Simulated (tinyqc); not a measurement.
Inside a calculation. Model: surface photovoltage measurement of the minority-carrier diffusion length in a wafer. Computed by tinyqc, a small Python program that keeps every step. Command: `OMP_NUM_THREADS=1 python tinyqc.py 3130549 3130550 out.jsonl spv walk`. One thread of a shared host (Intel(R) Xeon(R) Processor @ 2.30GHz), about 0.01 s of CPU time with the checks. Intermediate numbers are printed to about 6 digits and carried at full precision; extremes and crossings named in words are read from the listed rows.

Low injection, steady light, a depletion layer much thinner than 1/alpha and L. The excess density dn is taken at the front edge of the neutral region; light that reaches the back is lost.

Inputs (values chosen for the exercise, modelled on p-type silicon at room temperature): diffusion length L = 110 micrometre; wafer thickness W = 625 micrometre; diffusivity D = 24.5 cm^2/s; front recombination velocity S_f = 210 cm/s; back recombination velocity S_b = 940000 cm/s; photon flux entering = 3.1e+11 1/(cm^2 s); minority density at the surface barrier scale n_0 = 3.1e+09 1/cm^3; temperature T = 298 K; wavelength = 975 nm; relative noise of each reading = 0.2 %; diffusion length after pair splitting over L = 0.51; iron factor C = 1.09e+16 micrometre^2/cm^3.

Constants: k_B = 8.617333262e-05 eV/K.

## One wavelength

alpha = (84.732/lambda - 76.417)^2 per cm with lambda in micrometre (an empirical fit for silicon between 0.7 and 1.05 micrometre). Thick wafer: dn = Phi L/((S_f + D/L)(L + 1/alpha)). Finite wafer, with s = S_b L/D, w = W/L, a = alpha L: dn = [Phi a/(a^2 - 1)] [a - B - exp(-alpha W)(a - s)/(cosh w + s sinh w)]/(S_f + B D/L), B = (sinh w + s cosh w)/(cosh w + s sinh w). Photovoltage V = (k_B T/e) ln(1 + dn/n_0). Lifetime = L^2/D.

alpha = 109.990 1/cm

penetration depth 1/alpha = 90.9173 micrometre

dn, thick wafer = 6.96359e+07 1/cm^3

B = 1.00002

dn, finite wafer = 6.96290e+07 1/cm^3

photovoltage V = 0.570408 mV

lifetime = 4.93878 microsecond

## The linear plot

normal deviates g for the noise: [-0.58, 0.72, 1.27, 2.20, -0.07, 1.11, 0.64]

Readings y = (Phi/dn) (1 + noise x g) at 780, 830, 880, 920, 950, 975 and 995 nm; a least-squares line y = c (1/alpha + L_app) gives L_app = intercept/slope.

Readings:
```
lambda (nm)  1/alpha (micrometre)  y (cm/s)  line (cm/s)
780                         9.636   2647.77      2654.57
830                        15.176   2777.59      2777.59
880                        25.330   3006.21      3003.07
920                        40.658   3352.93      3343.44
950                        61.278   3794.68      3801.35
975                        90.917   4462.05      4459.53
995                       130.888   5345.44      5347.12
```

slope = 22.2064 cm/(s micrometre)

apparent length L_app = 109.905 micrometre

error of L_app (rounded to 0.001) = -0.087 %

At W/L = 5.7 the finite thickness shifts L_app by less than 0.05 %. S_f scales all readings alike and leaves L_app unchanged.

## Where the wafer is too thin

No noise; L is varied at fixed W, and the last two columns set S_b to 0 and to 1e7 cm/s.

Apparent length (micrometre):
```
L           W/L  given S_b  S_b = 0  S_b = 1e7
31.2    20.0321     31.200    31.20     31.200
62.5    10.0000     62.500    62.50     62.500
125.0    5.0000    124.855   125.11    124.854
188.0    3.3245    185.711   190.02    185.706
312.0    2.0032    285.573   338.14    285.536
500.0    1.2500    376.227   647.19    376.128
812.0    0.7697    438.394  1396.39    438.231
1310.0   0.4771    469.140  3034.83    468.939
2500.0   0.2500    484.878  7352.90    484.657
```

With a fast back surface L_app levels off, at 485 micrometre in the last row; with a passive one it reaches up to 2.94 times L among these rows and is 7350 in the last. All three columns are within 5 % of L down to W/L = 3.3.

## Iron from two lengths

Splitting iron-boron pairs in boron-doped silicon shortens L; with nothing else changing, [Fe] = C (1/L_after^2 - 1/L^2). It is evaluated with the true lengths and with the apparent ones (without noise), which differ when the wafer is not thick against L.

L_after = 56.1 micrometre

[Fe] from the true lengths = 2.56256e+12 1/cm^3

[Fe] from the apparent lengths = 2.56171e+12 1/cm^3

bias, apparent over true less 1 (rounded to 0.001) = -0.033 %

Checks made by the program: dn against a finite-difference solution (relative difference 6e-07).
